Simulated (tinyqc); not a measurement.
Joule-heated wire on a substrate, fin equation: two steps of the calculation.

A wire of length L loses heat along itself to two contacts and sideways to the substrate: kap A theta'' - g theta + p = 0 with theta = T - T0 and p(x) = p0 exp(-((x/L - x0)/sg)^2/2). The ends are held at T0. Constant conductivity, diffusive heat flow.

Parameters, values chosen for the exercise:
```
symbol,value,unit,meaning
T0,293,K,temperature of substrate and contacts
kap,200,W/(m K),conductivity along the wire
A,1500,nm^2,cross-section
g,0.25,W/(m K),conductance per length to the substrate
L,5500,nm,length between the contacts
p0,0.033,uW/nm,peak heating per length
```

Question 1. Healing length. LH = sqrt(kap A/g); far from the contacts uniform heating p0 would give theta = p0/g.

Wanted: LH; L/LH; p0/g.

Answer 1.

LH = 1095 nm
L/LH = 5.021
p0/g = 132.0 K

Question 2. Temperature rise. Solve -c theta_(i-1) + d_i theta_i - c theta_(i+1) = b_i for nodes 1 to 9, with theta = 0 at nodes 0 and 10.

c = 0.54545455 uW/K

```
node   d (uW/K)        b (uW)
1     1.2284091  1.5094815e-7
2     1.2284091  4.0820366e-5
3     1.2284091  0.0040609862
4     1.2284091    0.14862492
5     1.2284091     2.0010470
6     1.2284091     9.9112508
7     1.2284091     18.059476
8     1.2284091     12.105629
9     1.2284091     2.9852114
```

Give: theta.

Answer 2.

theta, node 0 to 10 (K): 0.00  2.62  5.89  10.65  18.08  29.81  45.37  54.21  43.60  21.79  0.00

Computed by the program tinyqc: `OMP_NUM_THREADS=1 python tinyqc.py 2520140 2520141 out.jsonl`, one thread of a shared Intel Xeon 2.30GHz, about 0.01 s for the whole run.
